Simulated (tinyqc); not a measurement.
Comparisons within one model: free and nearly free electrons in a metal. A value that a table varies takes the place of the one given here.

The cubic cell holds 4 atoms: n = 4 z/a^3, kF = (3 pi^2 n)^(1/3), EF = c kF^2/m, vF = 2 c kF/(m hbar), c = hbar^2/2m0; rs = (3/(4 pi n))^(1/3)/a0; D(EF) = 3 n/(2 EF).

Two plane waves k and k - G, G = (111) (2 pi/a): H = [[c k^2/m, V], [V, c (k - G)^2/m]] with c = hbar^2/2m0.

Square wire of width w with grain size w: rho/rho0 = 1/(1 - 3 al/2 + 3 al^2 - 3 al^3 ln(1 + 1/al)) + (3/4) (1 - p) l/w, with al = (l/w) Rg/(1 - Rg) (Mayadas-Shatzkes plus the thick-wire form of Fuchs-Sondheimer); l = hbar kF/(n e^2 rho), e = 1.602176634e-19 C.

Constants: hbar^2/2m0 = 3.80998211 eV angstrom^2; hbar = 6.58211957e-16 eV s; a0 (Bohr radius) = 0.5291772105 angstrom.

Inputs chosen for the exercise (near those of Cu, whose d bands this model ignores; not measured data):
```
symbol  value  unit          meaning
a       3.647  angstrom      fcc lattice constant
z       1                    free electrons an atom
m       1.29   m0            mass
rho     1.74   micro-ohm cm  bulk resistivity
p       0.5                  specularity of the surfaces
Rg      0.58                 reflection at grain boundaries
w       10     nm            wire width
```

## When the Fermi surface touches the face

On the face the lower band is E = c (G^2/4 + q^2)/m - V, q along the face. EF is held at its free value. A neck opens where EF > c G^2/(4m) - V, with radius q; the second band fills where EF > c G^2/(4m) + V.

Necks:
```
V (eV)  lower band at the face centre (eV)  neck radius (1/angstrom)  radius/kF
0.2                                  6.375                         -          -
0.5                                  6.075                         -          -
0.8                                  5.775                         -          -
1.1                                  5.475                         -          -
1.4                                  5.175                    0.2472      0.184
1.8                                  4.775                    0.4433      0.329
2.2                                  4.375                    0.5762      0.428
2.6                                  3.975                    0.6837      0.508
```

EF = 5.355 eV
c G^2/(4m) = 6.575 eV

How do the results move?

Contact needs V > 1.220 eV. It is first met at V = 1.4 eV of those listed, and the radius then grows as the square root of the excess, to 0.508 kF at 2.6 eV. EF is held at its free value here; a count of states lowers it as V grows, strongly for V of an eV or more, so the threshold is a lower bound, the radii are upper bounds, and some necks may vanish.

## Resistivity of narrow wires

Wires:
```
w (nm)     al  grain term (factor - 1)  surface term  rho (micro-ohm cm)
200     0.266                    0.379         0.072                2.53
100     0.532                    0.745         0.145                3.29
50      1.065                    1.465         0.289                4.79
30      1.775                    2.418         0.482                6.79
20      2.662                    3.605         0.723                9.27
14      3.803                    5.129         1.033               12.46
10      5.324                    7.160         1.446               16.71
7       7.606                   10.204         2.065               23.09
```

l = 38.55 nm

What does this show, and why?

At 7 nm the resistivity is 13.27 times the bulk value; grain boundaries add more (10.20 from grains, 2.07 from surfaces). It passes twice the bulk value between 100 and 50 nm. The surface formula is meant for w above l = 39 nm, so the rows below that are rough.

## What sets the wire resistivity

All results formed anew. Each row changes one parameter from the base and keeps the others.

Results:
```
case                      EF (eV)  l (nm)  wire rho (micro-ohm cm)
base                        5.355   38.55                   16.714
a = 3.756 angstrom          5.049   40.89                   17.616
m = 1.548 m0                4.463   38.55                   16.714
rho = 2.088 micro-ohm cm    5.355   32.13                   17.080
p = 0.8                     5.355   38.55                   15.204
Rg = 0.406                  5.355   38.55                   10.466
w = 7 nm                    5.355   38.55                   23.088
```

What does this show?

The largest shifts from the base row, up to three for each result and ties (the steps differ in size, so this ranks the rows, not the parameters). EF (eV): m -0.893, a -0.306; unchanged at the printed digits by rho, p, Rg and w. l (nm): rho -6.43, a +2.34; unchanged at the printed digits by m, p, Rg and w. wire rho (micro-ohm cm): w +6.375, Rg -6.247, p -1.509; unchanged at the printed digits by m. The mass drops out of l at given rho, because vF falls and tau rises by the same factor.

Program tinyqc; command `OMP_NUM_THREADS=1 python tinyqc.py 1681291 1681292 out.jsonl`; about 0.01 s on one thread of a shared Intel(R) Xeon(R) Processor @ 2.30GHz.
